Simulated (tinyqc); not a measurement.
Chemical-mechanical planarisation: Preston law, pattern density and step-height reduction: one step, computed by the program tinyqc.

A row of 10 cells, repeated periodically, holds raised features that cover a share rho of each cell.

Task: State at time t. While h > h_c only raised areas polish, at R0/rho_eff, until t_c = rho_eff (h0 - h_c)/R0. After that h = h_c exp(-(t - t_c)/tau), tau = rho_eff h_c/R0; low areas polish at R0 (1 - h/h_c) and raised areas at R0 [1 + (1 - rho_eff) h/(rho_eff h_c)]. Removed from raised areas after t_c: h0 - h_c + R0 (t - t_c) + (1 - rho_eff)(h_c - h); from low areas: R0 (t - t_c) - rho_eff (h_c - h). Film left = z0 less the removal from raised areas.

Inputs (values chosen for the exercise, close to those used for copper polishing):
```
quantity                        value  unit
initial step height h0            430    nm
contact height h_c                 46    nm
film above the raised areas z0    970    nm
polish time t                      82     s
```

effective densities: 0.2924873  0.1229200  0.1394637  0.3014778  0.5184896  0.7578400  0.7563570  0.3848793  0.3856938  0.5903916

blanket rate R0 = 2.725897 nm/s

Give: Cells; range of film left across the row; largest remaining step; thinnest film left.

Result:

Cells:
```
cell  rho_eff  t_c (s)  step h (nm)  removed, raised (nm)  removed, low (nm)  film left on raised areas (nm)
1      0.2925     41.2          0.0                 527.7               97.8                           442.3
2      0.1229     17.3          0.0                 600.7              170.7                           369.3
3      0.1395     19.6          0.0                 593.6              163.6                           376.4
4      0.3015     42.5          0.0                 523.9               93.9                           446.1
5      0.5185     73.0         16.5                 422.6                9.1                           547.4
6      0.7578    106.8        135.1                 294.9                0.0                           675.1
7      0.7564    106.5        134.5                 295.5                0.0                           674.5
8      0.3849     54.2          0.6                 487.6               58.3                           482.4
9      0.3857     54.3          0.7                 487.3               57.9                           482.7
10     0.5904     83.2         51.4                 378.6                0.0                           591.4
```

range of film left across the row = 305.7 nm

largest remaining step = 135.1 nm

thinnest film left = 369.3 nm

7 of 10 cells have reached contact. The cell with the lowest rho_eff has lost the most film from its raised areas.
